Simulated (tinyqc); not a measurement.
Stripping the layer step by step: sheet resistance and Hall data of a diffused or implanted layer. Computed by tinyqc, a small Python program. Command: `OMP_NUM_THREADS=1 python tinyqc.py 3023166 3023167 out.jsonl layer walk`. One thread of a shared host (Intel(R) Xeon(R) Processor @ 2.30GHz), about 0.01 s of CPU time with the checks.

Carriers are taken equal to the net active doping down to the junction (full ionisation, which deep dopants in wide-gap hosts do not reach; no spill-over, no depletion), and the Hall factor is 1.

Inputs (values chosen for the exercise, modelled on donors in GaAs):

| quantity | value | unit |
|---|---|---|
| mu_min | 496 | cm^2/(V s) |
| mu_max | 9570 | cm^2/(V s) |
| N_ref | 6.3e+16 | 1/cm^3 |
| exponent alpha | 0.38 | - |
| peak concentration N_0 | 5.9e+17 | 1/cm^3 |
| length scale l | 220 | nm |
| background doping N_B (opposite type) | 1.6e+16 | 1/cm^3 |

Profile: Gaussian at the surface. Activation: complete.

Constants: e = 1.602176634e-19 C.

Method:
- N(x) = N_0 exp(-x^2/l^2), dose N_0 l sqrt(pi)/2, junction x_j = l sqrt(ln(N_0/N_B)).
- Mobility mu = mu_min + (mu_max - mu_min)/(1 + (N_t/N_ref)^alpha), N_t = active doping + N_B; carriers n = active doping - N_B, all dopants active.
- Integrals from x_0 (0 unless stated) to x_j by the midpoint rule on 400 even intervals: 1/R_s = e int n mu dx; sheet density n_s = int n dx; Hall sheet density (int n mu dx)^2/int n mu^2 dx; Hall mobility int n mu^2 dx/int n mu dx.
- After removing a depth d the integrals start at d. Differences between neighbouring rows give the local conductivity -d(1/R_s)/dx at the middle of the slice (the last slice uses one more step, not listed).

junction depth x_j = 417.857 nm

Differential sheet resistance:

| removed d (nm) | R_s (ohm) | slice conductivity (S/cm) | sigma at mid-slice (S/cm) |
|---|---|---|---|
| 0 | 165.7 | 290.84 | 291.55 |
| 42 | 207.8 | 274.23 | 274.82 |
| 84 | 273.1 | 243.58 | 243.98 |
| 126 | 379.1 | 203.41 | 203.58 |
| 168 | 560.6 | 159.08 | 159.03 |
| 210 | 896.3 | 115.66 | 115.45 |
| 252 | 1587.5 | 77.05 | 76.75 |
| 294 | 3264.7 | 45.55 | 45.21 |

What does the comparison show, and why?

R_s doubles after removing between 84.0 and 126 nm of a layer 418 nm deep, so half the current flows above that depth. Where sigma exceeds a tenth of its largest listed value, the slice values agree with it within 1 %.

Extremes, crossings and ranges named in words are read from the listed rows.
